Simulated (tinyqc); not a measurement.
Landau levels of a parabolic two-dimensional band, step by step. Values are carried at full precision from step to step, so a last printed digit may differ when a step is redone from the rounded ones.

In a field B along z: l = 1/sqrt((e/hbar) B) is the magnetic length, n_B = B/(h/e) the number of states per area in one level, hbar wc = 2 muB B/m for mass m in m0; 1/angstrom^2 = 1e16/cm^2.

Constants: e/hbar = 1.519267448e-05 1/(T angstrom^2); h/e = 413566.7697 T angstrom^2; hbar^2/2m0 = 3.80998211 eV angstrom^2; muB = 5.788381798e-05 eV/T; e^2/h = 3.874045865e-05 S.

Parameters, chosen for this exercise (near those of a two-dimensional electron gas in GaN; not measured data): B = 8 T (magnetic field); n = 3.4 x 1e11/cm^2 (electron sheet density); m = 0.2047 m0 (mass); gs = 1.84 (g factor); gv = 1 (valleys).

## Scales set by the field

Give l, n_B and the filling factor nu = n/n_B.

l = 90.71 angstrom
n_B = 1.9344 x 1e11/cm^2
nu = 1.758

## The lowest levels

E(N, s) = (N + 1/2) hbar wc + s gs muB B with s = +/-1/2.

List the eight lowest, in meV, with the gap to the next.

Levels:
```
label  E (meV)  gap above (meV)
0-       1.836            0.852
0+       2.688            3.672
1-       6.361            0.852
1+       7.213            3.672
2-      10.885            0.852
2+      11.737            3.672
3-      15.409            0.852
3+      16.261            3.672
```

The largest of these gaps, 3.67 meV, first occurs above level 0+ and is kB T at 43 K.

## Where EF lies

Each listed level takes n_B electrons. At zero temperature and without broadening EF sits in the partly filled level.

Fill the listed levels in order up to nu; give the partly filled level, its energy and its filled share.

level: 0+

EF = 2.688 meV
filled share = 0.758

## Fields of the Hall plateaus

A plateau is centred where nu = n/n_B equals 1, 2, 3, 4, 5, 6; there rho_xy = h/(nu e^2).

Plateaus:
```
nu   B (T)  1/B (1/T)  rho_xy (kohm)
1   14.061     0.0711        25.8128
2    7.031     0.1422        12.9064
3    4.687     0.2134         8.6043
4    3.515     0.2845         6.4532
5    2.812     0.3556         5.1626
6    2.344     0.4267         4.3021
```

These counts hold wherever the levels are resolved.

## Checks

- Level spacing from finite differences in the Landau gauge against hbar wc, meV: both 4.52.

Program tinyqc; command `OMP_NUM_THREADS=1 python tinyqc.py 1280953 1280954 out.jsonl`; about 0.01 s on one thread of a shared Intel(R) Xeon(R) Processor @ 2.30GHz.
